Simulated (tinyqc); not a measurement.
From V_TFL back to trap density N_t: space-charge-limited current through a thin insulating or semi-insulating film with traps. Computed by tinyqc, a small Python program. Command: `OMP_NUM_THREADS=1 python tinyqc.py 3022786 3022787 out.jsonl sclc inv`. One thread of a shared host (Intel(R) Xeon(R) Processor @ 2.30GHz), about 0.01 s of CPU time with the checks.

One ohmic injecting contact at x = 0 (field zero), drift only, non-degenerate free carriers.

Inputs (values chosen for the exercise, modelled on amorphous silicon): permittivity eps = 11.8; effective density of states N_c = 2e+20 1/cm^3; equilibrium Fermi level below the band edge, E_0 = 0.83 eV; thickness d = 270 nm; free density at the anode, in units of N_c = 0.00037; temperature T = 400 K; characteristic temperature T_c = 700 K.

Traps: exponential tail.

Constants: k_B = 8.617333262e-05 eV/K; e = 1.602176634e-19 C; eps_0 = 8.8541878128e-12 F/m.

Method. Free density n_0 = N_c exp(-E_0/k_B T) in equilibrium; trapped density n_t(n) = N_t (n/N_c)^(T/T_c) (the low-temperature form). theta = n/(n + n_t) at the anode density; trap-filled-limit voltage V_TFL = e (N_t - n_t(n_0)) d^2/(2 eps eps_0).

Question. A run gave the result below. Find the trap density N_t, known to lie between 5.2e+16 and 1.5e+17 1/cm^3.

V_TFL = 4.749998 V

Answer.

Each step takes the trial c = (a f_b - b f_a)/(f_b - f_a), f being the result less the target and a, b, c the logarithms of the listed values; c replaces end b, the old b replaces a if the sign of f changed, and otherwise f_a is halved.

Scan of the range:
```
trap density N_t (1/cm^3)  V_TFL (V)
5.20e+16                     2.90657
6.20e+16                     3.46552
7.40e+16                     4.13627
8.83e+16                     4.93557
1.05e+17                     5.86903
1.26e+17                     7.04283
1.50e+17                     8.38432
```

False position (Illinois rule, in the logarithm of the input) inside the bracket:
```
step        end a        end b        trial  V_TFL (V)
1     7.40000e+16  8.83000e+16  8.47514e+16    4.73722
2     8.83000e+16  8.47514e+16  8.49756e+16    4.74975
3     8.83000e+16  8.49756e+16  8.49842e+16    4.75023
4     8.49756e+16  8.49842e+16  8.49800e+16    4.75000
5     8.49842e+16  8.49800e+16  8.49800e+16    4.75000
```

V_TFL rises at every point of a 13-point scan of the range (every second point is shown), so one value fits; it is bracketed by 7.40e16 and 8.83e16. The scan shows a pure power law with exponent 1.000, so scaling from any one row also gives the answer directly. Answer: trap density N_t = 8.498e16 1/cm^3.
